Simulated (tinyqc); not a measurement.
Capacitances against the line height.

Endless row of lines of width wl, height tl and space sl between grounded planes at distance hd; e2 fills the gaps beside the lines, e1 the rest. Laplace's equation is solved on meshes of 3, 6 and 12 steps per unit u and extrapolated (Aitken), which is good to about 0.2 %. C_even (all lines at 1 V) is the capacitance Cg to the planes; C_odd (neighbours in antiphase) = Cg + 4 Cc if only nearest neighbours couple, which defines Cc; total with quiet neighbours Cg + 2 Cc. Plate values 2 eps0 e1 wl/hd and eps0 e2 tl/sl.

Inputs (values chosen for the exercise): relative permittivity above and below the lines e1 = 3; relative permittivity between the lines e2 = 7; line width, in units u wl = 4 u; space between lines sl = 8 u; distance to each plane hd = 4 u.

Constants: eps0 = 8.8541878128e-12 F/m. Results are converted to the units shown.

The same in every row: plate Cg (aF/um) = 53.1.

Capacitances against the line height:
columns A: tl (u); B: Cg (aF/um); C: Cc (aF/um); D: Cg + 2 Cc (aF/um); E: C_odd (aF/um); F: plate Cc (aF/um); G: share of coupling, 2 Cc/(Cg + 2 Cc) (%)
```
A     B     C    D    E     F     G
2   129  11.9  152  176  15.5  15.6
4   136  25.7  188  239  31.0  27.3
6   139  40.5  220  301  46.5  36.7
8   141  55.6  252  363  62.0  44.2
12  142  86.4  314  487  93.0  55.0
16  142   117  376  611   124  62.4
```

As tl goes from 2 to 16, Cg rises from 129 to 142 aF/um, Cc rises from 11.9 to 117 aF/um and the share of coupling rises from 15.6 to 62.4 %. Cg is 2.42 times its plate value in the first row and 2.67 times in the last; for Cc the ratios are 0.769 and 0.947. Neighbours in antiphase raise the load by a factor of 1.16 and 1.62 over quiet ones.

Computed by the program tinyqc: `OMP_NUM_THREADS=1 python tinyqc.py 2790193 2790194 out.jsonl`, one thread of a shared Intel Xeon 2.30GHz, about 0.7 s for the whole run.
